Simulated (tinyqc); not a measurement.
Graded p-n junction, non-linear Poisson equation by Newton steps: one step of the calculation.

One dimension, p side on the left, n side on the right; net doping C = (Nd - Na)/2 + ((Nd + Na)/2) tanh(x/Lg). The potential psi is counted from the intrinsic level, and the quasi-Fermi potentials are flat: 0 for holes and -V for electrons, so n = ni exp((psi + V)/Vt) and p = ni exp(-psi/Vt) (Boltzmann statistics, full ionisation, no current).

Task. Densities, residual and Jacobian diagonal. n_i = ni exp((psi_i + V)/Vt), p_i = ni exp(-psi_i/Vt), rho_i = p_i - n_i + C_i, g_i = (n_i + p_i)/Vt. Box widths w_i = (h_(i-1) + h_i)/2 in cm. Residual F_i = a_i (psi_(i+1) - psi_i) - a_(i-1) (psi_i - psi_(i-1)) + q rho_i w_i; Jacobian: a_(i-1) and a_i beside the diagonal, b_i = -a_(i-1) - a_i - q g_i w_i on it. The two end nodes are fixed.

Values chosen for this exercise: temperature T = 273 K; bias of the p side against the n side V = 0.13 V.

Constants: q = 1.602176634e-19 C, kB = 1.380649e-23 J/K, Vt = kB T/q. Results are converted to the units shown.

```
node  x (nm)  psi at the start (V)  net doping C (cm^-3)
0      -2470           -0.41226221         -6.6999986e16
1      -2030           -0.36718277         -6.6999781e16
2      -1620           -0.32517693         -6.6997163e16
3      -1250           -0.28726922         -6.6971363e16
4       -922           -0.25366455         -6.6778156e16
5       -623           -0.22303102         -6.5586675e16
6       -354           -0.19547109         -6.0016742e16
7       -110           -0.17047249         -4.3311068e16
8        110           -0.14793277         -1.9888932e16
9        376           -0.12068021         -2.3642567e15
10       698           -0.08769025          2.9089074e15
11      1090           -0.04752857          3.7222098e15
12      1560            0.00062447          3.7958730e15
13      2130            0.05902283          3.7998829e15
14      2820            0.12971558          3.7999984e15
15      3650            0.21475180          3.8000000e15
```

coupling a_i, interval 0 to 14 (F/cm^2): 3.4410594e-8  3.6928442e-8  4.0920706e-8  4.6160552e-8  5.0637663e-8  5.6284986e-8  6.2051890e-8  6.8821187e-8  5.6919779e-8  4.7020687e-8  3.8624136e-8  3.2214173e-8  2.6562563e-8  2.1942987e-8  1.8241760e-8
ni = 1.6421588e9 cm^-3

Find: n; p; residual F; diagonal b.

Result.

```
node  n (cm^-3)  p (cm^-3)
0       1.011e4   6.700e16
1       6.868e4   9.860e15
2       4.096e5   1.654e15
3       2.052e6   3.301e14
4       8.560e6   7.911e13
5       3.148e7   2.151e13
6       1.016e8   6.667e12
7       2.939e8   2.304e12
8       7.662e8   8.838e11
9       2.440e9   2.775e11
10      9.919e9   6.827e10
11     5.469e10   1.238e10
12     4.235e11    1.599e9
13     5.069e12    1.336e8
14     1.023e14    6.619e6
15     3.800e15    1.782e5
```

```
node  residual F (1e-7 C/cm^2)  diagonal b (F/cm^2)
1                       -3.891            -2.925e-6
2                       -4.083            -5.170e-7
3                       -3.726            -1.655e-7
4                       -3.350            -1.137e-7
5                       -2.983            -1.111e-7
6                       -2.466            -1.195e-7
7                       -1.610            -1.312e-7
8                       -0.774            -1.259e-7
9                       -0.111            -1.040e-7
10                       0.166            -8.566e-8
11                       0.257            -7.086e-8
12                       0.316            -5.893e-8
13                       0.383            -5.068e-8
14                       0.450            -9.314e-8
```

Program tinyqc, `OMP_NUM_THREADS=1 python tinyqc.py 2000085 2000086 out.jsonl`; Intel Xeon 2.30GHz, shared host, one thread, about 0.03 s.
